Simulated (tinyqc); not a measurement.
From one set of inputs to another, one input at a time: permeation of metal atoms or ions through a thin barrier or dielectric: time lag, field-aided drift and lifetime. Computed by tinyqc, a small Python program. Command: `OMP_NUM_THREADS=1 python tinyqc.py 3004175 3004176 out.jsonl barrier ladder`. One thread of a shared host (Intel(R) Xeon(R) Processor @ 2.30GHz), about 0.03 s of CPU time with the checks.

The film 0 < x < d is empty at first; C = C0 at x = 0 and C = 0 at x = d. dC/dt = D d2C/dx2 - v dC/dx with drift v = D z e V/(k_B T d) (uniform field, no space charge).

The inputs printed are set A. Inputs not listed in the table keep their values of set A, so the rows need not describe a real material.

Inputs (values chosen for the exercise, for a model case: singly charged ions through a dielectric):

| quantity | value | unit |
|---|---|---|
| thickness d | 21 | nm |
| prefactor D0 | 5.5e-08 | cm^2/s |
| activation energy E | 0.87 | eV |
| concentration at the source side C0 | 7.5e+14 | 1/cm^3 |
| charge number z | 1 | - |
| voltage V (positive drives ions across) | 0.1 | V |
| critical dose Q_c | 1e+10 | 1/cm^2 |
| test temperature T | 225 | C |
| use temperature T_u | 100 | C |

Constants: k_B = 8.617333262e-05 eV/K.

Method:
- D = D0 exp(-E/(k_B T)); time scale d^2/D; Peclet number P = z V/(k_B T), k_B T in eV; 1 nm = 1e-7 cm.
- Temperatures in kelvin are T(C) + 273.15.
- Steady flux J = (D C0/d) P/(1 - exp(-P)); time lag in units of d^2/D: s_L = [P (1 + exp(-P))/(1 - exp(-P)) - 2]/P^2 (P = 0: J = D C0/d, s_L = 1/6).
- Dose through the film Q(s) = C0 d {f (s - s_L) - 2 exp(P/2) sum_(n=1..200) (-1)^n n^2 pi^2 exp(-l_n s)/l_n^2}, l_n = n^2 pi^2 + P^2/4, f = P/(1 - exp(-P)) the relative flux.
- Solve Q = Q_c for s. At the use temperature D and P take T_u, with the same C0 and V; 1 year = 3.15576e7 s.

Each row keeps all changes above it:

| input moved | from | to | failure time at T_u (years) | steady flux J (1/(cm^2 s)) | time lag (s) |
|---|---|---|---|---|---|
| set A | - | - | 3.00 | 8.001e+04 | 7788 |
| prefactor D0 (cm^2/s) and activation energy E (eV) | 5.5e-08, 0.87 | 0.013, 1.27 | 3.20 | 1.698e+06 | 367 |
| test temperature T (C) | 225 | 250 | 3.20 | 6.733e+06 | 90 |
| concentration at the source side C0 (1/cm^3) | 7.5e+14 | 1.1e+14 | 20.54 | 9.876e+05 | 90 |
| critical dose Q_c (1/cm^2) | 1e+10 | 400000000 | 1.03 | 9.876e+05 | 90 |
| thickness d (nm) | 21 | 28 | 1.48 | 7.407e+05 | 160 |
| voltage V (positive drives ions across) (V) | 0.1 | 0.22 | 0.80 | 1.463e+06 | 128 |

Failure time at T_u goes from 3.00 to 0.796, a factor 0.266 in all. The largest single move comes from critical dose Q_c (a factor 0.0503), and concentration at the source side C0 works against it (a factor 6.42). Steady flux J goes from 80000 to 1.46e6, a factor 18.3 in all. The largest single move comes from prefactor D0 with activation energy E (a factor 21.2), and concentration at the source side C0 works against it (a factor 0.147). Time lag goes from 7790 to 128, a factor 0.0165 in all. The largest single move comes from prefactor D0 with activation energy E (a factor 0.0471), and thickness d works against it (a factor 1.78). The single moves hold for this order of the switches; the total does not depend on the order.

Caution (all rows): grain boundaries, pinholes, trapping and space charge are left out; thin real barriers usually fail at defects.

Extremes, crossings and ranges named in words are read from the listed rows.
